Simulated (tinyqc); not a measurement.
Inputs raised by 5 %, one at a time: order-disorder in a binary alloy on two sublattices: Bragg-Williams and pair (quasi-chemical) approximations. Computed by tinyqc, a small Python program. Command: `OMP_NUM_THREADS=1 python tinyqc.py 3023619 3023620 out.jsonl order sens`. One thread of a shared host (Intel(R) Xeon(R) Processor @ 2.30GHz), about 0.01 s of CPU time with the checks.

All z = 8 neighbours of a site lie on the other sublattice. B fills the sublattices with x + eta/2 and x - eta/2; energies are per site, from the pure components: u = -z w y with y the probability of an A-B bond taken in one order.

Inputs (values chosen for the exercise, for a model alloy): ordering energy w = (e_AA + e_BB)/2 - e_AB = 30.6 meV; fraction x of B = 0.46; temperature T = 733 K.

Lattice: bcc (B2 order, z = 8). Method: plain iteration, 400 steps.

scattering factors f_A, f_B (electrons): [21, 64]

Constants: k_B = 8.617333262e-05 eV/K.

Method:
- Bragg-Williams: u = -z w [x (1 - x) + eta^2/4]; minimising f gives ln[a (1 - b)/(b (1 - a))] = 2 z w eta/(k_B T) =: ln Q, a = x + eta/2, b = x - eta/2. For given Q this is a quadratic for eta, (Q - 1) eta^2/4 - (Q + 1) eta/2 + (Q - 1) x (1 - x) = 0, smaller root: the map eta -> phi(eta).
- Plain iteration eta = phi(eta), 400 steps at most; start at 0.999 times 2x; stop when |phi - eta| < 1e-10.
- a = x + eta/2, b = x - eta/2; u = -z w [x (1 - x) + eta^2/4]; s/k_B = [s2(a) + s2(b)]/2, s2(c) = -c ln c - (1 - c) ln(1 - c); gain on ordering = f(eta) - f(0), f = u - T s. Superlattice over fundamental intensity = [eta (f_B - f_A)/2]^2/[(1 - x) f_A + x f_B]^2.

Runs:
```
input moved                                       from      to  order parameter eta  entropy s (k_B/site)  energy u (meV/site)  intensity ratio
base run                                             -       -              0.90133               0.17696              -110.53          0.22581
ordering energy w = (e_AA + e_BB)/2 - e_AB (meV)  30.6   32.13              0.90694               0.16691              -116.70          0.22863
fraction x of B                                   0.46   0.483              0.93872               0.13182              -115.06          0.23347
temperature T (K)                                  733  769.65              0.89379               0.18974              -109.70          0.22205
```

Exponents ln(y'/y) / ln(x'/x):
```
input                                       order parameter eta  entropy s  energy u  intensity ratio
ordering energy w = (e_AA + e_BB)/2 - e_AB                0.127     -1.199     1.115            0.254
fraction x of B                                           0.833     -6.035     0.823            0.684
temperature T                                            -0.172      1.429    -0.154           -0.344
```

To which inputs is each result most sensitive?

Among the inputs moved here: order parameter eta answers most in size to fraction x of B (exponent +0.833), next to temperature T (-0.172). Entropy s answers most in size to fraction x of B (exponent -6.035), next to temperature T (+1.429). Energy u answers most in size to ordering energy w = (e_AA + e_BB)/2 - e_AB (exponent +1.115), next to fraction x of B (+0.823). Intensity ratio answers most in size to fraction x of B (exponent +0.684), next to temperature T (-0.344).
